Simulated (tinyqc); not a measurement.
Small-signal admittance of a forward-biased p+-n diode: two steps of the calculation.

Holes injected into a neutral base of width wb with an ohmic contact at its end; low injection, p0 far above the equilibrium density. A small voltage v exp(i w t), w = 2 pi f, modulates the edge density by p0 v/Vt, and the small-signal density obeys Dp d2p/dx2 = (1/tau + i w) p.

Inputs (values chosen for the exercise); permittivity close to that of silicon:
```
symbol,value,unit,meaning
T,275,K,temperature
eps_r,11.7,,relative permittivity
Nd,8.6e16,cm^-3,donor density of the base
Dp,7.1,cm^2/s,hole diffusion coefficient
tau,2e-7,s,hole lifetime
wb,29,um,width of the neutral base
p0,4.5e13,cm^-3,excess hole density at the junction edge
Na,6e18,cm^-3,acceptor density of the p+ side
f,80000,Hz,signal frequency
```

Constants: q = 1.602176634e-19 C, kB = 1.380649e-23 J/K, Vt = kB T/q, eps0 = 8.8541878128e-14 F/cm where lengths are in cm. Results are converted to the units shown.

Problem 1. Closed-form admittance. L = sqrt(Dp tau); direct current J = (q Dp p0/L) coth(wb/L); k = sqrt(1 + i w tau)/L; diffusion admittance Y = (q Dp p0/Vt) k coth(k wb) = G + i w C_diff; junction capacitance C_j = sqrt(q eps0 eps_r Nd/(2 Vr)) in the depletion approximation, with the remaining barrier Vr = Vt ln(Na/p0), a rough value under forward bias; base-width modulation is left out.

Give: L; J; k wb; Y; C_diff; C_j.

Solution 1.

L = 11.92 um
J = 0.04362 A/cm^2
k wb = 2.437+0.122i
Y = 1.842+0.086i S/cm^2
C_diff = 0.1702 uF/cm^2
C_j = 0.1598 uF/cm^2

G is 1.00 times its low-frequency value J/Vt, and C_diff is 1.07 times C_j.

Problem 2. The same by finite differences. 8 equal intervals, h = wb/8; u = small-signal density over its edge value, u_0 = 1, u_8 = 0; u_(i-1) + b u_i + u_(i+1) = 0 with b = -2 - h^2 (1/tau + i w)/Dp; Y = (q Dp p0/(Vt h)) (-b/2 - u_1), which includes the half box at the edge.

Wanted: b; u; Y on the mesh.

Solution 2.

b = -2.093-0.009i
u, node 1 to 7: 0.7334-0.0102i  0.5349-0.0146i  0.3859-0.0153i  0.2728-0.0138i  0.1851-0.0111i  0.1146-0.0077i  0.0547-0.0039i
Y on the mesh = 1.864+0.089i S/cm^2

Numbers from tinyqc (`OMP_NUM_THREADS=1 python tinyqc.py 2890120 2890121 out.jsonl`; about 0.01 s on one thread of a shared Intel Xeon 2.30GHz).
